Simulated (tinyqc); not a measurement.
Inside a calculation. Method: plane-wave Kohn-Sham cycle with exchange-only LDA in a layered model solid. One step of it, computed by the program tinyqc.

Task: Iteration 1: levels at that k. Diagonalise the Hermitian matrix.

H (hartree):
```
           -3         -2         -1         +0         +1         +2         +3
-3   1.363882  -0.055000   0.035000   0.000000   0.000000   0.000000   0.000000
-2  -0.055000   0.468680  -0.055000   0.035000   0.000000   0.000000   0.000000
-1   0.035000  -0.055000  -0.068442  -0.055000   0.035000   0.000000   0.000000
+0   0.000000   0.035000  -0.055000  -0.247482  -0.055000   0.035000   0.000000
+1   0.000000   0.000000   0.035000  -0.055000  -0.068442  -0.055000   0.035000
+2   0.000000   0.000000   0.000000   0.035000  -0.055000   0.468680  -0.055000
+3   0.000000   0.000000   0.000000   0.000000   0.035000  -0.055000   1.363882
```

Give: eigenvalues.

Result:

eigenvalues (hartree): -0.2741  -0.1093  -0.0180  0.4702  0.4754  1.3682  1.3683
